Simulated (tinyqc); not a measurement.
What each parameter does: Wannier function of the lower band of a two-orbital chain.

H(k) = [[-d/2 - 2 ta cos k, -t1 - t2 exp(-ik)], [-t1 - t2 exp(ik), d/2 - 2 tb cos k]], k in 1/a, Bloch sums with exp(ikR) and without the positions inside the cell. Mesh k_j = 2 pi j/N. Projection gauge: each lower eigenvector u is multiplied by the phase that makes <trial|u> real and positive (the one-band case of Loewdin orthogonalisation). Wannier amplitudes w(R) = (1/N) sum_k exp(ikR) u(k); hoppings H(R) = (1/N) sum_k exp(-ikR) E(k).

Parameters, chosen for this exercise: d = 0.1 eV (A at -d/2, B at +d/2); t1 = 1.86 eV (A-B in the cell); t2 = 0.46 eV (B to A of the next cell); ta = 0.32 eV (A-A between cells); tb = 0.31 eV (B-B between cells); xb = 0.45 a (position of B (A at 0)); th = 30 degrees (trial orbital cos(th) A + sin(th) B in cell 0).

N = 24: centre (folded into [0, 1)) and Omega_I from overlaps M_j = u_j^+ diag(1, exp(-i b xb)) u_(j+1), b = 2 pi/N: centre = -(1/2 pi) Im ln prod M_j, Omega_I = mean(1 - |M_j|^2)/b^2; and the first two hoppings H(R). Each row changes one parameter from the base and keeps the others.

Results:
```
case             centre (a)  Omega_I (a^2)  H(1) (eV)  H(2) (eV)
base                 0.2189         0.0585    -0.5433     0.0140
d = 0.4 eV           0.1993         0.0578    -0.5424     0.0138
t1 = 2.01 eV         0.2194         0.0573    -0.5435     0.0130
t2 = 0.36 eV         0.2190         0.0553    -0.4942     0.0086
ta = 0.42 eV         0.2240         0.0589    -0.5944     0.0133
xb = 0.5 a           0.2432         0.0704    -0.5433     0.0140
th = 40 degrees      0.2189         0.0585    -0.5433     0.0140
```

The largest shifts from the base row, up to three for each result and ties (the steps differ in size, so this ranks the rows, not the parameters). centre (a): xb +0.0243, d -0.0196, ta +0.0051; unchanged at the printed digits by th. Omega_I (a^2): xb +0.0118, t2 -0.0032, t1 -0.0012; unchanged at the printed digits by th. H(1) (eV): ta -0.0511, t2 +0.0491, d +0.0008; unchanged at the printed digits by xb and th. H(2) (eV): t2 -0.0054, t1 -0.0010, ta -0.0007; unchanged at the printed digits by xb and th. The trial angle is a choice of gauge and moves none of these; xb enters the position operator alone, so it leaves the hoppings.

tinyqc: `OMP_NUM_THREADS=1 python tinyqc.py 1450576 1450577 out.jsonl`; about 0.1 s, one thread, shared Intel(R) Xeon(R) Processor @ 2.30GHz.
